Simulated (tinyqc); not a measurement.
From results back to parameters: direct gap of a germanium-like layer under biaxial tension. Three cases, with inputs chosen for the exercise.

Problem. A (001) layer under biaxial tension e_par has ezz = -2 (C12/C11) e_par, Ec = Eg + ac tr(e), E(HH) = -P - Q and E(LH) = -P + (Q - Dso + sqrt(Dso^2 + 2 Dso Q + 9 Q^2))/2 with P = -av tr(e), Q = -b (e_par - ezz). The transition from the light-hole edge is given.

Find: e_par; Ec - E(HH).

Method. Ec - E(LH) falls steadily with tension, so bisection between 0 and 4 % gives the only root; then Ec - E(HH) = Eg + (ac - av) tr(e) + Q.

Case 1.

Values chosen (near those of Ge, gaps at low temperature; not measured data): Eg = 0.886 eV (gap at Gamma to the s-like level); Dso = 0.288 eV (spin-orbit splitting); ac = -8.15 eV (conduction deformation potential); av = 1.25 eV (valence hydrostatic potential); b = -2.55 eV (tetragonal shear potential); C11 = 127 GPa; C12 = 48 GPa.

Ec - E(LH) = 0.863092 eV

Solution.

e_par = 0.140 %
Ec - E(HH) = 0.8759 eV

Case 2.

Values chosen (near those of Ge, gaps at low temperature; not measured data): Eg = 0.904 eV (gap at Gamma to the s-like level); Dso = 0.29 eV (spin-orbit splitting); ac = -8.16 eV (conduction deformation potential); av = 1.22 eV (valence hydrostatic potential); b = -2.58 eV (tetragonal shear potential); C11 = 127.6 GPa; C12 = 49 GPa.

Ec - E(LH) = 0.544026 eV

Solution.

e_par = 1.990 %
Ec - E(HH) = 0.7648 eV

Case 3.

Values chosen (near those of Ge, gaps at low temperature; not measured data): Eg = 0.904 eV (gap at Gamma to the s-like level); Dso = 0.287 eV (spin-orbit splitting); ac = -8.31 eV (conduction deformation potential); av = 1.22 eV (valence hydrostatic potential); b = -2.51 eV (tetragonal shear potential); C11 = 130.6 GPa; C12 = 49.2 GPa.

Ec - E(LH) = 0.874270 eV

Solution.

e_par = 0.180 %
Ec - E(HH) = 0.8905 eV

Computed by tinyqc, one run a case: `OMP_NUM_THREADS=1 python tinyqc.py N N+1 out.jsonl` with N = 1050029, 1050033, 1050063; one thread of a shared Intel(R) Xeon(R) Processor @ 2.30GHz, about 0.01 s a run at most.
